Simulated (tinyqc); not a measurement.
Three surfaces against bond counting: Gupta-type many-body potential for a metal. Computed by tinyqc, a small Python program. Command: `OMP_NUM_THREADS=1 python tinyqc.py 3007778 3007779 out.jsonl gupta walk`. One thread of a shared host (Intel(R) Xeon(R) Processor @ 2.30GHz), about 0.01 s of CPU time with the checks.

E_i = sum_j A exp(-p (r_ij/r0 - 1)) - xi rho_i^gamma, with rho_i = sum_j exp(-2 q (r_ij/r0 - 1)); gamma = 1/2 is the tight-binding second-moment form. The crystal is fcc unless stated; d is the neighbour distance and a fixed number of shells is kept.

Inputs (values chosen for the exercise, modelled on gold):
```
quantity                  value      unit
repulsion A               0.216        eV
hopping xi                 1.85        eV
decay p                      10         -
decay q                    3.99         -
reference distance r0     2.884  angstrom
shells kept                   1         -
embedding exponent gamma    0.5         -
```

Constants: 1 eV/angstrom^3 = 160.2176634 GPa; 1 eV/angstrom^2 = 16.02176634 J/m^2.

Method:
- fcc shells: d sqrt(k), k = 1..5, with 12, 6, 24, 12, 24 atoms; Omega = d^3/sqrt2.
- Equilibrium: dE/dd = 0; B = d^2 E''(d)/(9 Omega).
- Cut the crystal without relaxation; an atom in layer l keeps the neighbours that lie below the surface plane. Excess = E_i + E_c. Surface energy = sum of excesses over the layers, divided by the area per surface atom: (sqrt3/2) d^2 for (111), d^2 for (100), sqrt2 d^2 for (110).
- Bond counting with pair bonds charges E_c/12 for each missing nearest neighbour: 3, 4 and 6 per surface cell.

neighbour distance d = 2.89052 angstrom

cohesive energy E_c = 3.81698 eV

Surfaces:
```
face   missing bonds  excess (eV)  bond counting (eV)    ratio  surface energy (J/m^2)
(111)              3      0.21736              0.9542  0.22778                 0.48130
(100)              4      0.32075              1.2723  0.25210                 0.61507
(110)              6      0.50370              1.9085  0.26393                 0.68300
```

The order of surface energies is (111) < (100) < (110), with (110)/(111) = 1.419 against 1.225 from counting first-neighbour bonds. The excess is 0.23 to 0.26 of the bond-counting value: atoms with fewer neighbours have stronger bonds. Caution: relaxation, left out here, lowers surface energies. Caution: fitted second-moment potentials usually give surface energies well below measured ones.
